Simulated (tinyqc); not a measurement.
Sublattice potential against complex hopping: Haldane model. Computed by the program tinyqc. H_AA = delta - 2 t2 sum cos(k.b + phi), H_BB = -delta - 2 t2 sum cos(k.b - phi), H_AB = -t1 (1 + exp(-i k.a1) + exp(-i k.a2)), b = a1, a2 - a1, -a2, m = 3 sqrt3 t2 sin(phi); the sign of the Chern number follows the orientation k1 then k2.

Honeycomb lattice:

| parameter | value |
|---|---|
| t1 (eV) | 1.140000 |
| t2 (eV) | 0.150000 |
| phi (rad) | 1.670000 |

Gaps at the two valleys (eV) and Chern number of the lower band (12 x 12 mesh):

| delta | gap 2\|delta - m\| | gap 2\|delta + m\| | Chern number |
|---|---|---|---|
| -1.396 | 4.343 | 1.241 | 0 |
| -1.008 | 3.567 | 0.465 | 0 |
| -0.465 | 2.481 | 0.621 | -1 |
| 0.000 | 1.551 | 1.551 | -1 |
| 0.310 | 0.931 | 2.171 | -1 |
| 0.582 | 0.387 | 2.715 | -1 |
| 0.969 | 0.387 | 3.489 | 0 |
| 1.551 | 1.551 | 4.653 | 0 |

What does the comparison show, and why?

Here |m| = 0.7756 eV. For |delta| < |m| the two valleys have masses of opposite sign and the Chern number is +/-1; one gap closes at |delta| = |m|, and beyond it the band is trivial.
